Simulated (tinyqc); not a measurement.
Worked calculation: CCSD on RHF in the sto-6g basis, for BeH2, spin multiplicity 1. One step of it, computed by the program tinyqc.

Question. Iteration 1: building the Fock matrix. J_ij = sum D_kl (ij|kl), K_ij = sum D_kl (ik|jl); F = H + J - 0.5 K; E = tr D H + tr D J / 2 - 0.25 tr D K + E_nn.

D at the start:
```
            1Be 1s     1Be 2s   1Be 2px    1Be 2py   1Be 2pz      2H 1s      3H 1s
1Be 1s    2.127397  -0.458521  0.000000   0.000000  0.000000  -0.049020  -0.049020
1Be 2s   -0.458521   1.529792  0.000000   0.000000  0.000000   0.264307   0.264307
1Be 2px   0.000000   0.000000  0.000000   0.000000  0.000000   0.000000   0.000000
1Be 2py   0.000000   0.000000  0.000000   1.940296  0.000000   0.027783  -0.027783
1Be 2pz   0.000000   0.000000  0.000000   0.000000  0.000000   0.000000   0.000000
2H 1s    -0.049020   0.264307  0.000000   0.027783  0.000000   0.046521   0.045726
3H 1s    -0.049020   0.264307  0.000000  -0.027783  0.000000   0.045726   0.046521
```

core Hamiltonian H = T + V (hartree):
```
            1Be 1s     1Be 2s    1Be 2px    1Be 2py    1Be 2pz      2H 1s      3H 1s
1Be 1s   -8.747215  -2.062206   0.000000   0.000000   0.000000  -0.615136  -0.615136
1Be 2s   -2.062206  -2.826026   0.000000   0.000000   0.000000  -1.323913  -1.323913
1Be 2px   0.000000   0.000000  -2.306065   0.000000   0.000000   0.000000   0.000000
1Be 2py   0.000000   0.000000   0.000000  -2.542204   0.000000  -1.353028   1.353028
1Be 2pz   0.000000   0.000000   0.000000   0.000000  -2.306065   0.000000   0.000000
2H 1s    -0.615136  -1.323913   0.000000  -1.353028   0.000000  -2.260233  -0.146983
3H 1s    -0.615136  -1.323913   0.000000   1.353028   0.000000  -0.146983  -2.260233
```

Two-electron integrals (ij|kl) in chemists' order, unique and non-zero (hartree):
```
(11|11) 2.299996    (21|11) 0.361879    (21|21) 0.071926    (22|11) 0.570332
(22|21) 0.139654    (22|22) 0.417773    (31|31) 0.015252    (32|31) 0.022555
(32|32) 0.092340    (33|11) 0.570332    (33|21) 0.139654    (33|22) 0.417773
(33|33) 0.450117    (41|41) 0.015252    (42|41) 0.022555    (42|42) 0.092340
(43|43) 0.024258    (44|11) 0.570332    (44|21) 0.139654    (44|22) 0.417773
(44|33) 0.401601    (44|44) 0.450117    (51|51) 0.015252    (52|51) 0.022555
(52|52) 0.092340    (53|53) 0.024258    (54|54) 0.024258    (55|11) 0.570332
(55|21) 0.139654    (55|22) 0.417773    (55|33) 0.401601    (55|44) 0.401601
(55|55) 0.450117    (61|11) 0.110491    (61|21) 0.021285    (61|22) 0.041014
(61|33) 0.040679    (61|41) 0.002098    (61|42) 0.004015    (61|44) 0.041686
(61|55) 0.040679    (61|61) 0.006660    (62|11) 0.231989    (62|21) 0.057510
(62|22) 0.183517    (62|33) 0.176997    (62|41) 0.008050    (62|42) 0.044854
(62|44) 0.196556    (62|55) 0.176997    (62|61) 0.018687    (62|62) 0.114190
(63|31) 0.005956    (63|32) 0.026056    (63|43) 0.008081    (63|63) 0.011411
(64|11) 0.238645    (64|21) 0.059987    (64|22) 0.200308    (64|33) 0.188591
(64|41) 0.013159    (64|42) 0.070320    (64|44) 0.223744    (64|55) 0.188591
(64|61) 0.020577    (64|62) 0.142566    (64|64) 0.185229    (65|51) 0.005956
(65|52) 0.026056    (65|54) 0.008081    (65|65) 0.011411    (66|11) 0.396579
(66|21) 0.100390    (66|22) 0.354804    (66|33) 0.329215    (66|41) 0.017655
(66|42) 0.122149    (66|44) 0.405982    (66|55) 0.329215    (66|61) 0.033977
(66|62) 0.273220    (66|64) 0.363881    (66|66) 0.774999    (71|11) 0.110491
(71|21) 0.021285    (71|22) 0.041014    (71|33) 0.040679    (71|41) -0.002098
(71|42) -0.004015   (71|44) 0.041686    (71|55) 0.040679    (71|61) 0.006037
(71|62) 0.015538    (71|64) 0.015475    (71|66) 0.026570    (71|71) 0.006660
(72|11) 0.231989    (72|21) 0.057510    (72|22) 0.183517    (72|33) 0.176997
(72|41) -0.008050   (72|42) -0.044854   (72|44) 0.196556    (72|55) 0.176997
(72|61) 0.015538    (72|62) 0.063035    (72|64) 0.061766    (72|66) 0.112498
(72|71) 0.018687    (72|72) 0.114190    (73|31) 0.005956    (73|32) 0.026056
(73|43) -0.008081   (73|63) 0.005170    (73|73) 0.011411    (74|11) -0.238645
(74|21) -0.059987   (74|22) -0.200308   (74|33) -0.188591   (74|41) 0.013159
(74|42) 0.070320    (74|44) -0.223744   (74|55) -0.188591   (74|61) -0.015475
(74|62) -0.061766   (74|64) -0.057193   (74|66) -0.107314   (74|71) -0.020577
(74|72) -0.142566   (74|74) 0.185229    (75|51) 0.005956    (75|52) 0.026056
(75|54) -0.008081   (75|65) 0.005170    (75|75) 0.011411    (76|11) 0.024870
(76|21) 0.005989    (76|22) 0.017506    (76|33) 0.017180    (76|44) 0.018159
(76|55) 0.017180    (76|61) 0.001771    (76|62) 0.007989    (76|64) 0.008927
(76|66) 0.016176    (76|71) 0.001771    (76|72) 0.007989    (76|74) -0.008927
(76|76) 0.000750    (77|11) 0.396579    (77|21) 0.100390    (77|22) 0.354804
(77|33) 0.329215    (77|41) -0.017655   (77|42) -0.122149   (77|44) 0.405982
(77|55) 0.329215    (77|61) 0.026570    (77|62) 0.112498    (77|64) 0.107314
(77|66) 0.200229    (77|71) 0.033977    (77|72) 0.273220    (77|74) -0.363881
(77|76) 0.016176    (77|77) 0.774999
```

nuclear repulsion = 3.40500098 hartree

Give: Coulomb J; exchange K; Fock matrix F; total energy of this density.

Answer.

Coulomb J (hartree):
```
         1Be 1s  1Be 2s  1Be 2px  1Be 2py  1Be 2pz  2H 1s   3H 1s
1Be 1s    6.830   1.262    0.000    0.000    0.000  0.381   0.381
1Be 2s    1.262   2.778    0.000    0.000    0.000  1.223   1.223
1Be 2px   0.000   0.000    2.736    0.000    0.000  0.000   0.000
1Be 2py   0.000   0.000    0.000    2.862    0.000  1.334  -1.334
1Be 2pz   0.000   0.000    0.000    0.000    2.736  0.000   0.000
2H 1s     0.381   1.223    0.000    1.334    0.000  2.353   0.120
3H 1s     0.381   1.223    0.000   -1.334    0.000  0.120   2.353
```

exchange K (hartree):
```
         1Be 1s  1Be 2s  1Be 2px  1Be 2py  1Be 2pz  2H 1s   3H 1s
1Be 1s    4.703   0.764    0.000    0.000    0.000  0.252   0.252
1Be 2s    0.764   1.047    0.000    0.000    0.000  0.580   0.580
1Be 2px   0.000   0.000    0.229    0.000    0.000  0.000   0.000
1Be 2py   0.000   0.000    0.000    1.135    0.000  0.584  -0.584
1Be 2pz   0.000   0.000    0.000    0.000    0.229  0.000   0.000
2H 1s     0.252   0.580    0.000    0.584    0.000  0.734   0.050
3H 1s     0.252   0.580    0.000   -0.584    0.000  0.050   0.734
```

Fock matrix F (hartree):
```
         1Be 1s  1Be 2s  1Be 2px  1Be 2py  1Be 2pz   2H 1s   3H 1s
1Be 1s   -4.269  -1.182    0.000    0.000    0.000  -0.360  -0.360
1Be 2s   -1.182  -0.572    0.000    0.000    0.000  -0.391  -0.391
1Be 2px   0.000   0.000    0.315    0.000    0.000   0.000   0.000
1Be 2py   0.000   0.000    0.000   -0.248    0.000  -0.311   0.311
1Be 2pz   0.000   0.000    0.000    0.000    0.315   0.000   0.000
2H 1s    -0.360  -0.391    0.000   -0.311    0.000  -0.274  -0.052
3H 1s    -0.360  -0.391    0.000    0.311    0.000  -0.052  -0.274
```

total energy of this density = -15.28894 hartree
